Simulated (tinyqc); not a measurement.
Free-carrier optics of a doped semiconductor (Drude model): one step. Optical constants. Three cases, with inputs chosen for the exercise.

Task: Convert eps at the photon energy E (in meV) into the optical constants.

n + i k = sqrt(eps1 + i eps2) with k >= 0; R = ((n - 1)^2 + k^2)/((n + 1)^2 + k^2) at normal incidence from vacuum; alpha = 2 E k/(hbar c), times 1e8 for 1/cm; loss function Im(-1/eps) = eps2/(eps1^2 + eps2^2).

Constants: hbar c = 1973.269805 eV angstrom.

Give: n; k; R; alpha.

Case 1.

Values chosen (out of a larger set: mass and dielectric values near those of Si; N and mu are free inputs; interband absorption and the rise of the mass with filling are left out; not measured data): E = 133.1 meV (photon energy).

eps = -5.744480+2.396550i

Result:

n = 0.4898
k = 2.4463
R = 0.7612
alpha = 3.30e+04 1/cm

Light of this energy penetrates 1/alpha = 0.303 micrometre.

Case 2.

Values chosen (out of a larger set: mass and dielectric values near those of Si; N and mu are free inputs; interband absorption and the rise of the mass with filling are left out; not measured data): E = 59.8 meV (photon energy).

eps = 9.420185+0.786625i

Result:

n = 3.0719
k = 0.1280
R = 0.2596
alpha = 776 1/cm

Light of this energy penetrates 1/alpha = 12.9 micrometre.

Case 3.

Values chosen (out of a larger set: mass and dielectric values near those of Si; N and mu are free inputs; interband absorption and the rise of the mass with filling are left out; not measured data): E = 95.3 meV (photon energy).

eps = 3.348214+3.403548i

Result:

n = 2.0153
k = 0.8444
R = 0.1779
alpha = 8.16e+03 1/cm

Light of this energy penetrates 1/alpha = 1.23 micrometre.

Computed by tinyqc, one run a case: `OMP_NUM_THREADS=1 python tinyqc.py N N+1 out.jsonl` with N = 1681237, 1681351, 1682295; one thread of a shared Intel(R) Xeon(R) Processor @ 2.30GHz, about 0.01 s a run at most.
